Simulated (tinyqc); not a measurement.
Inside a calculation: bond unit of a tetrahedral oxide and its oxygen vacancy in tight binding. Values are carried at full precision from step to step, so a last printed digit may differ when a step is redone from the rounded ones.

Two sp3 hybrids h1, h2 at eh = (es + 3 ep)/4 point at one oxygen with orbitals s, px, py, pz; x joins the two cations, z bisects the angle phi, and th = (180 - phi)/2. With u = hbar^2/(m d^2) = 2c/d^2, c = hbar^2/2m0: Vhs = -(1.32 + sqrt3 x 1.42) u/2 and Vhp = (1.42 + sqrt3 x 2.22) u/2. <h|s> = Vhs for both; <h1|px> = Vhp cos(th), <h2|px> = -Vhp cos(th); <h|pz> = Vhp sin(th) for both; py is a lone pair. The unit holds 8 electrons. Coupling between units, which widens the levels into bands, is left out.

Constants: hbar^2/2m0 = 3.80998211 eV angstrom^2.

Inputs chosen for the exercise (near tabulated values for SiO2; the results hold for these values, not for the real material): es = -14.78 eV (s level of the cation); ep = -7.5 eV (p level of the cation); eos = -33.52 eV (s level of oxygen); eop = -16.82 eV (p level of oxygen); d = 1.59 angstrom (cation-oxygen distance); phi = 144 degrees (bond angle at oxygen); R = 2.51 angstrom (cation-cation distance across the vacancy).

## Level and couplings

Form eh, u, Vhs, Vhp and th.

eh (hybrid level) = -9.3200 eV
u = 3.0141 eV

Vhs, Vhp (eV): [-5.6959, 7.9349]

th = 18.0 degrees

## The matrix

Fill it in.

H (eV), rows h1, h2, s, px, py, pz and columns alike:
```
[[-9.3200, 0, -5.6959, 7.5465, 0, 2.4520],
 [0, -9.3200, -5.6959, -7.5465, 0, 2.4520],
 [-5.6959, -5.6959, -33.5200, 0, 0, 0],
 [7.5465, -7.5465, 0, -16.8200, 0, 0],
 [0, 0, 0, 0, -16.8200, 0],
 [2.4520, 2.4520, 0, 0, 0, -16.8200]]
```

## Levels, weights and charge

Diagonalise; the four lowest levels are filled. The excess of electrons on oxygen is twice the oxygen weight of the filled levels less 6.

levels (eV): [-36.0096, -24.3820, -17.7761, -16.8200, -5.8743, -1.7580]

weights, rows h1, h2, s, px, py, pz; columns level 1, level 2, level 3, level 4, level 5, level 6:
```
[[0.043, 0.167, 0.035, 0.000, 0.422, 0.333],
 [0.043, 0.167, 0.035, 0.000, 0.422, 0.333],
 [0.910, 0.000, 0.018, 0.000, 0.072, 0.000],
 [0.000, 0.666, 0.000, 0.000, 0.000, 0.334],
 [0.000, 0.000, 0.000, 1.000, 0.000, 0.000],
 [0.003, 0.000, 0.912, 0.000, 0.085, 0.000]]
```

highest filled to lowest empty = 10.9457 eV
excess electrons on oxygen = 1.019

The highest filled level is the py orbital of oxygen (100 %) and the lowest empty one is 84 % cation hybrid, even under exchange of the two cations. The spacing is that of an isolated unit and exceeds the gap of the solid.

## The odd block in closed form

The combination (h1 - h2)/sqrt2 couples to px alone, with W2 = sqrt2 Vhp cos(th); W3 = (eh - eop)/2; levels (eh + eop)/2 -/+ sqrt(W2^2 + W3^2); polarity W3/sqrt(W2^2 + W3^2).

W2, W3 (eV): [10.6724, 3.7500]

levels of the odd block (eV): [-24.3820, -1.7580]

polarity = 0.3315

## The neutral oxygen vacancy

Without the oxygen the two hybrids face each other at distance R and couple by -V2, V2 = 3.22 x 2c/R^2, c = hbar^2/2m0: a bond at eh - V2 with two electrons and an antibond at eh + V2. Levels are measured from eop, the lone-pair level that stands for the top of the valence band.

Form V2 and the two levels above eop. R is a chosen distance; in real silica the neutral vacancy relaxes to about 2.5 angstrom.

V2 = 3.8946 eV

levels above eop (eV): bond 3.6054, lone hybrid 7.5000, antibond 11.3946

bond-antibond splitting = 7.7892 eV

The filled bond lies 3.61 eV above the lone pairs, so it can trap a hole; the antibond lies above the lowest empty level of the intact unit (10.95 eV). A lone hybrid, as in a dangling bond, sits at 7.50 eV.

## Checks

- Levels of the odd block against the full matrix: they agree to 1e-10 or better.

Program tinyqc; command `OMP_NUM_THREADS=1 python tinyqc.py 1451387 1451388 out.jsonl`; about 0.01 s on one thread of a shared Intel(R) Xeon(R) Processor @ 2.30GHz.
